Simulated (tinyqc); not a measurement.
Worked calculation: one-electron ion in a basis of Gaussians. Computed by tinyqc, a small Python program that keeps every step. Settings: Z = 4, l = 2. Command: `OMP_NUM_THREADS=1 python tinyqc.py 26987 26988 out.jsonl` (the two numbers bound the seeds that draw the settings). One thread of a shared host (Intel(R) Xeon(R) Processor @ 2.60GHz), about 0.01 s of CPU time with the checks.

## Matrices over normalised Gaussians

exponents of r^l exp(-a r^2) (1/bohr^2): [0.02917, 0.04060, 0.05650, 0.07863, 0.10940]

Z = 4

l = 2

With p = a_i + a_j and I(k) = Gamma((k+1)/2) / (2 p^((k+1)/2)): S = I(2l+2), T = (2l+3) a_i a_j S / p, V = -Z I(2l+1), each divided by sqrt(S_ii S_jj).

S:
$$\begin{pmatrix}
1.00000 & 0.95351 & 0.82876 & 0.66124 & 0.48942 \\
0.95351 & 1.00000 & 0.95355 & 0.82881 & 0.66143 \\
0.82876 & 0.95355 & 1.00000 & 0.95354 & 0.82891 \\
0.66124 & 0.82881 & 0.95354 & 1.00000 & 0.95361 \\
0.48942 & 0.66143 & 0.82891 & 0.95361 & 1.00000
\end{pmatrix}$$

T (hartree):
$$\begin{pmatrix}
0.10210 & 0.11330 & 0.11160 & 0.09848 & 0.07890 \\
0.11330 & 0.14210 & 0.15769 & 0.15534 & 0.13710 \\
0.11160 & 0.15769 & 0.19775 & 0.21944 & 0.21618 \\
0.09848 & 0.15534 & 0.21944 & 0.27520 & 0.30538 \\
0.07890 & 0.13710 & 0.21618 & 0.30538 & 0.38290
\end{pmatrix}$$

V (hartree):
$$\begin{pmatrix}
-0.58143 & -0.60628 & -0.58392 & -0.52261 & -0.43856 \\
-0.60628 & -0.68595 & -0.71526 & -0.68891 & -0.61666 \\
-0.58392 & -0.71526 & -0.80919 & -0.84378 & -0.81273 \\
-0.52261 & -0.68891 & -0.84378 & -0.95460 & -0.99540 \\
-0.43856 & -0.61666 & -0.81273 & -0.99540 & -1.12600
\end{pmatrix}$$

## Generalised eigenproblem

H = T + V (hartree):
$$\begin{pmatrix}
-0.47933 & -0.49298 & -0.47232 & -0.42413 & -0.35966 \\
-0.49298 & -0.54385 & -0.55758 & -0.53357 & -0.47956 \\
-0.47232 & -0.55758 & -0.61144 & -0.62433 & -0.59654 \\
-0.42413 & -0.53357 & -0.62433 & -0.67940 & -0.69001 \\
-0.35966 & -0.47956 & -0.59654 & -0.69001 & -0.74310
\end{pmatrix}$$

Solve H C = S C e through S^(-1/2); each column has its largest component positive (the first on a tie).

eigenvalues of S: [0.00008, 0.00296, 0.05666, 0.67880, 4.26149]

eigenvalues (hartree): [-0.78836, -0.44275, -0.28723, -0.13473, 0.05012]

coefficients:
$$\begin{pmatrix}
1.62296 & 1.31475 & 6.62538 & -9.29164 & 12.87915 \\
-6.29629 & -6.38991 & -13.99046 & 22.36810 & -47.33296 \\
10.89816 & 9.67707 & 15.36894 & -16.67994 & 71.29248 \\
-10.00402 & -9.38607 & -11.97250 & 0.91428 & -51.85343 \\
4.83186 & 4.31977 & 4.54648 & 2.58025 & 15.23820
\end{pmatrix}$$

For Z = 4 and l = 2 the exact lowest level is -Z^2/(2 n^2) with n = l + 1: -0.888889 hartree. The basis is nearly linearly dependent, so rounded matrices do not reproduce these digits.
